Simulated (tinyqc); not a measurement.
Comparisons within one model: temperature and isotope dependence of a band gap in oscillator models. A value that a table varies takes the place of the one given here.

E(T) = E0 - sum_i sl_i th_i n_i(T), n = 1/(exp(th/T) - 1). The same coupling lowers the gap at 0 K by the zero-point term ZP = sum_i sl_i th_i/2, so the gap of the static lattice is E0 + ZP. Thermal expansion is taken as part of the slopes.

Two-parameter forms are made to pass through the falls at the two temperatures T12: Varshni aV T^2/(T + bV), from the line T^2/fall = (T + bV)/aV; one oscillator s1 t1/(exp(t1/T) - 1), with t1 from the ratio of the falls.

Constants: kB = 8.617333262e-05 eV/K; hbar^2/2m0 = 3.80998211 eV angstrom^2.

Values chosen for the exercise (near those of InP; shifted at random, so the results belong to these values and not to a real crystal):
- E0 = 1.43 eV (gap at 0 K)
- th = (93, 367) K (temperatures of two oscillators)
- sl = (0.0998, 0.2842) meV/K (their high-temperature slopes)
- T12 = (260, 480) K (temperatures of the fits)
- mm = 0.21 m0 (geometric mean of the density-of-states masses)
- T = 150 K (temperature)

## How far the fits carry

Falls of the gap from E0, and errors of the two fits against the model.

Results:
```
T (K)  fall (meV)  Varshni - model (meV)  one oscillator - model (meV)  fall/ZP
20           0.09                   0.49                         -0.09    0.002
50           1.78                   1.53                         -1.36    0.031
100          8.78                   2.76                         -1.71    0.155
200         35.49                   1.19                         -0.39    0.625
300         69.02                  -0.53                          0.13    1.215
400        104.85                  -0.78                          0.15    1.846
600        179.01                   2.42                         -0.39    3.152
800        254.47                   8.79                         -1.26    4.481
```

Below the first fit point the largest errors are +2.76 meV (Varshni, 100 K, on a fall of 8.78 meV) and -1.71 meV (one oscillator, 100 K); a T^2 law cannot freeze out; a single oscillator misses the soft modes. At 800 K, beyond the second fit point, they are +8.8 and -1.3 meV, so the oscillator extrapolates better here. The thermal fall equals ZP between 200 and 300 K.

## What the shift does to the intrinsic density

ni = 2 (mm kT/(4 pi c))^(3/2) exp(-E/2kT), c = hbar^2/2m0, with E(T) and with E0; 1 angstrom^-3 = 1e24 cm^-3. Apparent gap from an Arrhenius plot of ni/T^(3/2): E(T) - T dE/dT, dE/dT = -sum sl_i (th_i/T)^2 n_i (1 + n_i).

Results:
```
T (K)  E(T) (eV)  ni (cm^-3)  ni with E(T) / ni with E0  apparent gap (eV)
200       1.3945        3.54                      2.800             1.4574
250       1.3782    2.36e+04                      3.329             1.4624
300       1.3610    8.94e+06                      3.800             1.4661
350       1.3432    6.49e+08                      4.214             1.4688
400       1.3251    1.67e+10                      4.577             1.4709
500       1.2883    1.67e+12                      5.176             1.4740
700       1.2134    3.69e+14                      6.024             1.4776
```

Using E0 in place of E(T) understates ni by a factor that rises from 2.80 to 6.02, towards exp(sum sl/2kB) = 9.3. The slope of an Arrhenius plot returns neither E(T) nor E0 but the intercept of the tangent, 1.4661 eV at 300 K, which lies 36 meV above E0 and tends to the static gap 1.4868 eV.

## What each parameter does

Gap at T, slope -sum sl_i (th_i/T)^2 n_i (1 + n_i) and ZP. Each row changes one parameter from the base and keeps the others.

Results:
```
case                         E(T) (eV)  dE/dT (meV/K)  ZP (meV)
base                            1.4093        -0.2732     56.79
T = 190 K                       1.3976        -0.3080     56.79
E0 = 1.44 eV                    1.4193        -0.2732     56.79
th = (93, 440) K                1.4122        -0.2418     67.16
sl = (0.1297, 0.2842) meV/K     1.4061        -0.3022     58.18
```

The largest shifts from the base row, up to three for each result and ties (the steps differ in size, so this ranks the rows, not the parameters). E(T) (eV): T -0.0117, E0 +0.0100, sl -0.0032. dE/dT (meV/K): T -0.0348, th +0.0314, sl -0.0290; unchanged at the printed digits by E0. ZP (meV): th +10.37, sl +1.39; unchanged at the printed digits by T and E0.

Program tinyqc; command `OMP_NUM_THREADS=1 python tinyqc.py 1880199 1880200 out.jsonl`; about 0.01 s on one thread of a shared Intel(R) Xeon(R) Processor @ 2.30GHz.
